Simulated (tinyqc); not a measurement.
Inside a calculation. Model: hot electrons in a saturated n-channel MOSFET, lucky-electron model.

tinyqc, about 0.01 s, one thread, Intel Xeon 2.30GHz (shared host): `OMP_NUM_THREADS=1 python tinyqc.py 2550040 2550041 out.jsonl` Printed values are rounded.

Beyond pinch-off the lateral field grows as Esat cosh(y/l) over the velocity-saturated region (pseudo-two-dimensional model). Impact ionisation in this region gives the substrate current, which biases the body forward through Rsub. Currents are per width. Local-field laws: they overstate ionisation when the field peak is narrower than an energy relaxation length.

Inputs (values chosen for the exercise); values close to those of silicon n-channel devices:
- L = 1.2 um (channel length)
- tox = 24 nm (oxide thickness)
- xj = 400 nm (junction depth)
- VT = 0.49 V (threshold)
- mu = 430 cm^2/(V s) (effective mobility)
- vs = 7.6e6 cm/s (saturation velocity)
- Ai = 2e6 1/cm (ionisation prefactor)
- Bi = 1.77 MV/cm (ionisation field)
- Rd = 400 ohm um (resistance of the lightly doped drain)
- Rsub = 24000 ohm um (substrate resistance)
- kb = 0.49 (fall of VT per volt of forward body bias)
- lm = 8.8 nm (hot-electron mean free path)
- pb = 3.2 V (oxide barrier)
- Cg = 0.0034 (prefactor of the gate current)
- m = 3 (lifetime exponent)
- Hl = 24000 s uA/um (lifetime constant)
- Vd = 5.4 V (drain voltage)
- Vg = 2.2 V (gate voltage)

Constants: eps0 = 8.8541878128e-14 F/cm where lengths are in cm. Results are converted to the units shown.

## Length and field scales

Cox = 3.9 eps0/tox, l = sqrt(3 tox xj), Esat = 2 vs/mu.

Cox = 0.1438806 uF/cm^2
l = 169.7056 nm
Esat = 0.03534884 MV/cm
Esat L = 4.241860 V

## Iteration 1: body bias from the substrate current

Vb at the start = 0 V

Cox = 3.9 eps0/tox. Overdrive g = Vg - VT + kb Vb; Vdsat = g Esat L/(g + Esat L); Id = Cox vs (g - Vdsat); dV = Vd - Id Rd - Vdsat; Em = sqrt((dV/l)^2 + Esat^2); Isub = Id (Ai/Bi) l Em exp(-Bi/Em). Vb(new) = Rsub Isub.

Vdsat = 1.218708 V
Id = 53.72237 uA/um
dV = 4.159803 V
Em = 0.2476545 MV/cm
Isub = 0.2008297 uA/um
Vb after iteration 1 = 0.004819912 V

## Iteration 2: body bias from the substrate current

As before.

Vdsat = 1.219907 V
Id = 53.84950 uA/um
dV = 4.158553 V
Em = 0.2475816 MV/cm
Isub = 0.2008226 uA/um
Vb after iteration 2 = 0.004819742 V

## Course of the iteration: body bias from the substrate current

Stop when Vb changes by less than 1e-9 V, or after 60 iterations.

Course of the iteration:
```
iteration       Vb (V)  |change| (V)
1          0.004819912       4.82e-3
2          0.004819742       1.70e-7
3          0.004819742      6.27e-12
```

Converged in 3 iterations. The change falls from 0.0048 in the first iteration to below the tolerance in the last.

## Gate current, lifetime and channel shortening

Id = 53.84950 uA/um
dV = 4.158553 V
Em = 0.2475816 MV/cm
Isub = 0.2008226 uA/um

Ig = Cg Id exp(-pb/(lm Em)); lifetime tau = (Hl/Id)(Isub/Id)^(-m); length of the saturated region dL = l ln[(dV/l + Em)/Esat]. 1 year = 3.15576e7 s.

Isub/Id = 0.003729331
Ig = 0.07654976 pA/um
tau = 272.2908 years
dL = 447.0871 nm

The lifetime exceeds ten years. Integrating Ai exp(-Bi/E) over the cosh profile gives Isub/Id = 0.00336, so the closed form is 11 % above it.
